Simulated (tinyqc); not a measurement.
Exact and approximate size effects: heat flow across a film from the phonon Boltzmann equation in the relaxation-time approximation. Computed by tinyqc, a small Python program. Command: `OMP_NUM_THREADS=1 python tinyqc.py 3005327 3005328 out.jsonl slabbte walk`. One thread of a shared host (Intel(R) Xeon(R) Processor @ 2.30GHz), about 0.01 s of CPU time with the checks.

Two black walls, hot at x = 0 and cold at x = L, emit phonons isotropically. For one free path Lambda, with tau = x/Lambda, tau_L = L/Lambda and phi = (T - T_cold)/Delta T, energy balance gives phi(tau) = (1/2) [E2(tau) + int_0^tau_L phi(s) E1(|tau - s|) ds]; E_n are the exponential integrals. The flux over the ballistic flux C v Delta T/4 is psi = 1 - 2 int_0^tau_L phi(s) E2(s) ds, and kappa_eff/kappa = (3/4) tau_L psi. kappa = C v Lambda/3 is an input, so at fixed kappa a longer free path means a smaller C v.

Inputs (values chosen for the exercise, modelled on gallium oxide): free path Lambda_1 = 19 nm.

Free-path groups: one.

Method:
- Cut the film into n equal cells with constant phi, collocated at the centres c_i: the kernel integrates to A_ij = |E2(|c_i - e_j|) - E2(|c_i - e_(j+1)|)|/2 for cell edges e_j, and A_ii = 1 - E2(half a cell); solve (1 - A) phi = E2(c)/2; psi = 1 - 2 sum_j phi_j [E3(e_j) - E3(e_(j+1))].
- Each group is solved on its own with 150 and 300 cells, psi = (4 psi(300) - psi(150))/3, and weighted by its share of kappa.
- Two-flux: kappa_eff/kappa = sum f_i/(1 + 4 Lambda_i/(3 L)). Matthiessen with the thickness: sum f_i/(1 + Lambda_i/L). Ballistic limit: sum f_i 3 L/(4 Lambda_i).

Kappa_eff/kappa:
```
L (nm)  Boltzmann  two-flux  Matthiessen  ballistic limit
0.57     0.021869  0.022005     0.029126           0.0225
1.9      0.068678  0.069767     0.090909            0.075
4.8       0.15514   0.15929      0.20168          0.18947
11        0.29297   0.30275      0.36667          0.43421
28        0.51010     0.525      0.59574           1.1053
76        0.73792      0.75          0.8                3
190       0.87562   0.88235      0.90909              7.5
480       0.94700   0.94987      0.96192           18.947
```

What follows from these numbers?

The two-flux formula lies above the Boltzmann result by at most about 3.3 % (at L = 11 nm); the Matthiessen form is high by up to 33 %, since it misses the factor 3/4 of the ballistic limit. The thinnest film reaches 97 % of that limit, and the thickest, 25 Lambda_1, only 95 % of the bulk value. Rows below about 10 nm are near the phonon wavelength, where a particle picture fails.
